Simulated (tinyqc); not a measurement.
Inside a calculation: free and nearly free electrons in a metal. Values are carried at full precision from step to step, so a last printed digit may differ when a step is redone from the rounded ones.

The cubic cell holds 4 atoms: n = 4 z/a^3, kF = (3 pi^2 n)^(1/3), EF = c kF^2/m, vF = 2 c kF/(m hbar), c = hbar^2/2m0; rs = (3/(4 pi n))^(1/3)/a0; D(EF) = 3 n/(2 EF).

Constants: hbar^2/2m0 = 3.80998211 eV angstrom^2; hbar = 6.58211957e-16 eV s; a0 (Bohr radius) = 0.5291772105 angstrom; kB = 8.617333262e-05 eV/K.

Inputs chosen for the exercise (near those of Cu, whose d bands this model ignores; not measured data):
```
symbol  value  unit          meaning
a       3.604  angstrom      fcc lattice constant
z       1                    free electrons an atom
m       1      m0            mass
rho     1.7    micro-ohm cm  bulk resistivity
T       300    K
V       1.89   eV            |V_G| for G = (111)
x       0.66                 k along G as a share of |G|/2
```

## The Fermi sphere

Evaluate the free-electron quantities.

n = 0.08545 1/angstrom^3
kF = 1.3626 1/angstrom
EF = 7.074 eV
vF = 1.577e+06 m/s
rs = 2.662
D(EF) per atom = 0.2120 1/eV

## Relaxation time and mean free path

Drude: 1/rho = n e^2 tau/(m m0) with e = 1.602176634e-19 C and m0 = 9.1093837e-31 kg; mean free path l = vF tau; rho l = hbar kF/(n e^2) = 12 pi^3 hbar/(e^2 S) with S = 4 pi kF^2 does not depend on tau or m.

Use SI units: n in 1/m^3 (1e30 per 1/angstrom^3), rho in ohm m (1e-8 per micro-ohm cm).

tau = 24.43 fs
l = 38.54 nm
rho l = 6.551 1e-16 ohm m^2

Wires lose conductivity to surfaces and grain boundaries, with an excess that scales as rho l over the width and is of the order of rho itself at a width of l = 39 nm.

## Thermal quantities

gamma = (pi^2/3) kB^2 D(EF) per atom, times 96485.33 x 1e3 for mJ/(mol K^2); mu(T) = EF (1 - (pi kB T/EF)^2/12); Wiedemann-Franz kappa = L0 T/rho with L0 = (pi^2/3) (kB/e)^2, kB/e in V/K.

gamma = 0.500 mJ/(mol K^2)
mu - EF = -0.0777 meV
kappa = 431 W/(m K)

## The sphere against the zone faces

Take G = (hkl) 2 pi/a for (111), (200) and (220), with the number of equivalent faces. The Bragg plane of G lies at |G|/2 with |G| = (2 pi/a) sqrt(h^2 + k^2 + l^2). Where kF exceeds it, the sphere cuts the plane in a circle of radius sqrt(kF^2 - G^2/4).

Distance and circle for each G:
```
G      faces  |G|/2 (1/angstrom)  kF/(|G|/2)  circle radius
(111)      8              1.5098      0.9025              -
(200)      6              1.7434      0.7816              -
(220)     12              2.4655      0.5527              -
```

The sphere stays inside the first zone; it reaches 0.903 of the way to the nearest faces.

## Two plane waves near the face

Two plane waves k and k - G, G = (111) (2 pi/a): H = [[c k^2/m, V], [V, c (k - G)^2/m]] with c = hbar^2/2m0.

Build H for k along G, diagonalise, and give the weight of the first wave in the lower state and its velocity along G relative to a free electron, (w k + (1 - w)(k - G))/k.

H (eV):
```
[[3.7832, 1.8900],
 [1.8900, 15.5949]]
```

levels (eV): [3.4882, 15.8900]

w = 0.9762
v/v_free = 0.9279

The splitting is 12.402 eV here and 2V = 3.78 eV on the face, where the normal velocity vanishes. There the lower band lies at 6.795 eV, below the free EF of 7.074 eV, so by this test the Fermi surface touches the face (V is large against EF, which it lowers, so the test is rough). The real noble metals have necks on these faces, through a gap of 4 to 5 eV at L and their d bands.

## Checks

- Lower level against the closed form of the 2 x 2 problem (eV): both 3.4882.
- The product rho l against hbar kF/(n e^2) (1e-16 ohm m^2): both 6.551.

Run: tinyqc, `OMP_NUM_THREADS=1 python tinyqc.py 1651527 1651528 out.jsonl`; Intel(R) Xeon(R) Processor @ 2.30GHz, one thread, shared host; about 0.01 s of CPU time with all checks.
